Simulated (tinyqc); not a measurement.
# Changing the stress X (tension positive)

Model: strain, valley repopulation and piezoresistance in a many-valley conduction band. Computed by tinyqc, a small Python program. Command: `OMP_NUM_THREADS=1 python tinyqc.py 3004040 3004041 out.jsonl valleys sweep`. One thread of a shared host (Intel(R) Xeon(R) Processor @ 2.30GHz), about 0.03 s of CPU time with the checks.

Valleys are ellipsoids with mass m_l along the axis a and m_t across it, parabolic, with one constant relaxation time; strain shifts the valleys and leaves the masses alone. Currents are taken along [100], along the load, and along [010], across the load.

Inputs (values chosen for the exercise, modelled on silicon):
```
quantity                               value    unit
longitudinal mass m_l                  0.912     m_0
transverse mass m_t                    0.186     m_0
shear deformation potential Xi_u        9.33      eV
dilation deformation potential Xi_d      1.1      eV
C11                                      168     GPa
C12                                       64     GPa
C44                                     79.7     GPa
electron density n                   3.8e+18  1/cm^3
relaxation time tau                       85      fs
temperature T                            250       K
```

Valley axes: <100> (6 valleys in 3 pairs). Load: uniaxial [100].

Constants: k_B = 8.617333262e-05 eV/K; m_0 = 9.1093837015e-31 kg; k_B = 1.380649e-23 J/K; hbar = 1.054571817e-34 J s; e = 1.602176634e-19 C.

Method:
- Compliances S11 = (C11 + C12)/((C11 - C12)(C11 + 2 C12)), S12 = -C12/((C11 - C12)(C11 + 2 C12)), S44 = 1/C44; stress sigma_ij = X n_i n_j for the unit vector n of the load; e_xx = S11 sigma_xx + S12 (sigma_yy + sigma_zz), e_xy = S44 sigma_xy/2 (tensor strain).
- Herring-Vogt shift of a valley with unit axis a: dE = Xi_d tr(e) + Xi_u a.e.a.
- Each of the 6 valleys holds n_v = N_v (2/sqrt(pi)) F_1/2((E_F - dE_v)/(k_B T)), N_v = 2 (m_d k_B T/(2 pi hbar^2))^(3/2), m_d = (m_l m_t^2)^(1/3); E_F solves sum n_v = n and is counted from the unstrained edge.
- F_j(eta) = int_0^infinity x^j/(1 + exp(x - eta)) dx, without a gamma-function factor. It is evaluated after integrating by parts.
- Integrals over x = E/(k_B T) use 160 Gauss-Legendre points in u = sqrt(x) from 0 to sqrt(max(eta, 0) + 32).
- Mobility tensor mu = e tau sum_v (n_v/n) [1/m_t + (1/m_l - 1/m_t) a a^T]; unstrained mu_0 = e tau (1/m_l + 2/m_t)/3; resistivity along d from the inverse tensor, rho_d = d.mu^-1.d/(n e), mobility along d = 1/(d.mu^-1.d); gauge pi_d = (rho_d/rho_0 - 1)/X.

One run for each value; columns: (1) stress X (tension positive) (MPa); (2) mobility along the first direction (cm^2/(V s)); (3) mobility along the second direction (cm^2/(V s)); (4) Fermi level E_F (meV); (5) splitting (highest minus lowest) (meV):
```
(1)       (2)     (3)      (4)     (5)
-2000  164.30  803.57  -156.32  179.42
-1560  166.26  802.59  -123.83  139.95
-1110  178.78  796.33   -91.02   99.58
-667   245.36  763.04   -61.09   59.84
-222   456.78  657.33   -39.79   19.92
222    693.57  538.94   -33.20   19.92
667    782.73  494.36   -36.53   59.84
1110   800.32  485.57   -42.82   99.58
1560   803.23  484.11   -49.77  139.95
2000   803.68  483.89   -56.65  179.42
```

Describe and explain the trends.

Over the rows, mobility along the first direction (cm^2/(V s)) rises from 164 to 804; mobility along the second direction (cm^2/(V s)) falls from 804 to 484; Fermi level E_F (meV) goes from -156 through a maximum among these rows, -33.2 at 222, to -56.7. The sign of the stress decides which valleys drop; electrons gather there, and each direction then sees the mix of light and heavy mass that those valleys present to it, until the upper valleys are empty.

Caution (rows -2000, -1560, -1110, 1110, 1560, 2000): strain near 1 % also warps the bands and changes masses and intervalley scattering, which this model leaves out.

Extremes, crossings and ranges named in words are read from the listed rows.
